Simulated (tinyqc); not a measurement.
CCSD on RHF in the sto-3g basis, for H6, spin multiplicity 1, step by step. One step of it, computed by the program tinyqc.

Question. Iteration 8 (converged): orbitals. Diagonalise F' = X^T F X, C = X C', fill 3 alpha and 3 beta electrons from the bottom; D = 2 C_occ C_occ^T. Each column has its largest component positive (the first on a tie).

converged F (hartree), lower triangle:
```
           1H 1s      2H 1s      3H 1s      4H 1s      5H 1s      6H 1s
1H 1s  -0.319544
2H 1s  -0.554864  -0.358866
3H 1s  -0.117172  -0.268062  -0.362523
4H 1s  -0.016653  -0.116826  -0.560075  -0.362644
5H 1s   0.000221  -0.011024  -0.117030  -0.268435  -0.358510
6H 1s  -0.002536   0.000226  -0.016627  -0.117206  -0.554392  -0.319050
```

X, lower triangle:
```
           1H 1s      2H 1s      3H 1s      4H 1s      5H 1s     6H 1s
1H 1s   1.192741
2H 1s  -0.415787   1.257201
3H 1s   0.055709  -0.242068   1.263872
4H 1s  -0.014567   0.057846  -0.436345   1.264046
5H 1s   0.001618  -0.005754   0.057883  -0.242351   1.256791
6H 1s  -0.000434   0.001615  -0.014552   0.055702  -0.415088  1.192183
```

Give: F' = X^T F X; orbital energies; coefficients C; D after iteration 8.

Answer.

F' = X^T F X (hartree), lower triangle:
```
         1        2        3        4        5       6
1   0.0294
2  -0.5860   0.0743
3   0.0665  -0.2738   0.0818
4  -0.0080   0.0695  -0.6101   0.0819
5   0.0035  -0.0081   0.0696  -0.2742   0.0741
6  -0.0045   0.0035  -0.0080   0.0665  -0.5854  0.0292
```

orbital energies (hartree): MO1 -0.6468, MO2 -0.5604, MO3 -0.4484, MO4 0.3862, MO5 0.6579, MO6 0.9822

coefficients C:
```
          MO1      MO2      MO3      MO4      MO5      MO6
1H 1s  0.2055   0.3769  -0.3712  -0.6145  -0.7861  -0.5303
2H 1s  0.2656   0.4004  -0.2887   0.4411   0.8556   0.7580
3H 1s  0.3712   0.0678   0.4247   0.6592  -0.2041  -1.0267
4H 1s  0.3713  -0.0696   0.4243  -0.6585  -0.2070   1.0268
5H 1s  0.2651  -0.3998  -0.2902  -0.4428   0.8546  -0.7571
6H 1s  0.2049  -0.3759  -0.3727   0.6163  -0.7843   0.5290
```

D after iteration 8, lower triangle:
```
         1H 1s    2H 1s    3H 1s    4H 1s   5H 1s   6H 1s
1H 1s   0.6441
2H 1s   0.6253   0.6284
3H 1s  -0.1117   0.0062   0.6456
4H 1s  -0.2149  -0.1035   0.6267   0.6455
5H 1s   0.0230  -0.0117  -0.1038   0.0063  0.6286
6H 1s   0.0775   0.0230  -0.2154  -0.1118  0.6255  0.6444
```
